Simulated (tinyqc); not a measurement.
Small-signal admittance of a forward-biased p+-n diode: two steps of the calculation.

Holes injected into a neutral base of width wb with an ohmic contact at its end; low injection, p0 far above the equilibrium density. A small voltage v exp(i w t), w = 2 pi f, modulates the edge density by p0 v/Vt, and the small-signal density obeys Dp d2p/dx2 = (1/tau + i w) p.

Inputs (values chosen for the exercise); permittivity close to that of silicon:
```
symbol,value,unit,meaning
T,275,K,temperature
eps_r,11.7,,relative permittivity
Nd,7.9e16,cm^-3,donor density of the base
Dp,9.8,cm^2/s,hole diffusion coefficient
tau,3e-6,s,hole lifetime
wb,120,um,width of the neutral base
p0,1.9e14,cm^-3,excess hole density at the junction edge
Na,4e19,cm^-3,acceptor density of the p+ side
f,1.3e5,Hz,signal frequency
```

Constants: q = 1.602176634e-19 C, kB = 1.380649e-23 J/K, Vt = kB T/q, eps0 = 8.8541878128e-14 F/cm where lengths are in cm. Results are converted to the units shown.

Problem 1. Closed-form admittance. L = sqrt(Dp tau); direct current J = (q Dp p0/L) coth(wb/L); k = sqrt(1 + i w tau)/L; diffusion admittance Y = (q Dp p0/Vt) k coth(k wb) = G + i w C_diff; junction capacitance C_j = sqrt(q eps0 eps_r Nd/(2 Vr)) in the depletion approximation, with the remaining barrier Vr = Vt ln(Na/p0), a rough value under forward bias; base-width modulation is left out.

Give: L; J; k wb; Y; C_diff; C_j.

Solution 1.

L = 54.222 um
J = 0.056351 A/cm^2
k wb = 2.9884+2.0081i
Y = 3.1166+2.1120i S/cm^2
C_diff = 2.5856 uF/cm^2
C_j = 0.15023 uF/cm^2

G is 1.31 times its low-frequency value J/Vt, and C_diff is 17.2 times C_j.

Problem 2. The same by finite differences. 6 equal intervals, h = wb/6; u = small-signal density over its edge value, u_0 = 1, u_6 = 0; u_(i-1) + b u_i + u_(i+1) = 0 with b = -2 - h^2 (1/tau + i w)/Dp; Y = (q Dp p0/(Vt h)) (-b/2 - u_1), which includes the half box at the edge.

Wanted: b; u; Y on the mesh.

Solution 2.

b = -2.136-0.333i
u, node 1 to 5: 0.5779-0.1947i  0.2993-0.2233i  0.1358-0.1824i  0.0517-0.1211i  0.0150-0.0590i
Y on the mesh = 3.085+2.275i S/cm^2

Numbers from tinyqc (`OMP_NUM_THREADS=1 python tinyqc.py 2890225 2890226 out.jsonl`; about 0.01 s on one thread of a shared Intel Xeon 2.30GHz).
